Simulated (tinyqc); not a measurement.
# Planar metal-insulator-metal capacitor: capacitance, non-linearity, leakage and relaxation: effects of single changes

A film between two metal electrodes, each interface adding a series capacitance ci. The small-signal permittivity is ek (1 + aq E^2); the field is found with the linear permittivity. Leakage J = J0 sinh(E/Ef). After a voltage step the film passes a relaxation current kr C V tt^(-nr), tt being the time in seconds.

Values chosen for this exercise; permittivity of the order of that of tantalum oxide: relative permittivity of the film ek = 25.6; film thickness t = 17 nm; capacitance of each electrode interface (dead layer and screening) ci = 46 uF/cm^2; quadratic field coefficient of the permittivity aq = 0.0036 cm^2/MV^2; bias V = 1.4 V; exponent of the relaxation current nr = 0.965; strength of the relaxation kr = 0.0017; leakage prefactor J0 = 9.3e-11 A/cm^2; field for an e-fold rise of the leakage Ef = 0.43 MV/cm; duration of the write pulse t0 = 2e-8 s.

Constants: eps0 = 8.8541878128e-14 F/cm where lengths are in cm. Results are converted to the units shown.

Each table varies one quantity; the others keep the values above.

## Capacitance, non-linearity and leakage against thickness

Planar film: Cf = eps0 ek/t, 1/C = 1/Cf + 2/ci, EOT = 3.9 eps0/C, effective permittivity C t/eps0, E = (V/t) C/Cf; quadratic coefficient [C(V)/C - 1]/V^2 with Cf (1 + aq E^2) in C(V).

Results:
```
t (nm),C (uF/cm^2),EOT (nm),effective permittivity,E (MV/cm),quadratic coefficient (ppm/V^2),J (A/cm^2)
3,5.687,0.6072,19.27,3.513,1.687e4,1.642e-7
4.3,4.288,0.8052,20.83,2.649,1.043e4,2.201e-8
6.3,3.111,1.110,22.14,1.922,5854,4.057e-9
9.1,2.247,1.536,23.10,1.388,3191,1.172e-9
13,1.621,2.131,23.80,1.001,1710,4.724e-10
19,1.134,3.045,24.34,0.7005,856.8,2.280e-10
41,0.5399,6.396,25.00,0.3334,199.4,7.957e-11
60,0.3717,9.291,25.19,0.2296,95.23,5.204e-11
```

Estimate the missing row, t = 28 nm.

Computed row:
```
t (nm),C (uF/cm^2),EOT (nm),effective permittivity,E (MV/cm),quadratic coefficient (ppm/V^2),J (A/cm^2)
28,0.7820,4.416,24.73,0.4830,413.9,1.279e-10
```

With this row back in the table: C falls from 5.69 to 0.372 uF/cm^2 while the effective permittivity goes from 19.3 to 25.2 (ek = 25.6). EOT is a straight line in t with slope 3.9/ek = 0.152 and intercept 0.150 nm. The quadratic coefficient goes as t^(-1.34) between the first two rows and t^(-1.94) between the last two (-2 without interfaces), and J falls by 3.50 decades. For t = 3 direct tunnelling, left out, would add to the leakage.

## Charge lost after writing

Planar film: Cf = eps0 ek/t, 1/C = 1/Cf + 2/ci, EOT = 3.9 eps0/C, effective permittivity C t/eps0, E = (V/t) C/Cf. A capacitor written for t0 and then left open loses, as a share of C V, kr (tt^(1 - nr) - t0^(1 - nr))/(1 - nr) by relaxation and J tt/(C V) by leakage; both are taken as small, and rows far outside that range are left out.

The same in every row: leakage current (nA/cm^2) = 0.2766.

Charge lost after writing:
```
tt (s),relaxation current (nA/cm^2),loss by relaxation (%),loss by leakage (%),total loss (%)
1e-6,1.849e6,0.3832,1.568e-8,0.3832
1e-5,2.005e5,0.6346,1.568e-7,0.6346
0.0001,2.173e4,0.9070,1.568e-6,0.9070
0.001,2355,1.202,1.568e-5,1.202
0.01,255.3,1.522,1.568e-4,1.523
0.1,27.67,1.869,0.001568,1.871
1,2.999,2.245,0.01568,2.261
10,0.3251,2.653,0.1568,2.810
100,0.03524,3.095,1.568,4.663
1000,0.003820,3.574,15.68,19.25
```

What does the comparison show?

The two currents are equal at tt = 11.8 s. The loss by relaxation grows from 0.383 to 3.57 %, by 0.251 points over the first decade and 0.479 over the last, while the loss by leakage grows tenfold a decade. Leakage is the larger loss for tt = 1000 s. For tt = 1000 the falling voltage would already cut the leakage, so the linear estimate overstates the loss.

tinyqc, about 0.01 s, one thread, Intel Xeon 2.30GHz (shared host): `OMP_NUM_THREADS=1 python tinyqc.py 2102120 2102121 out.jsonl`
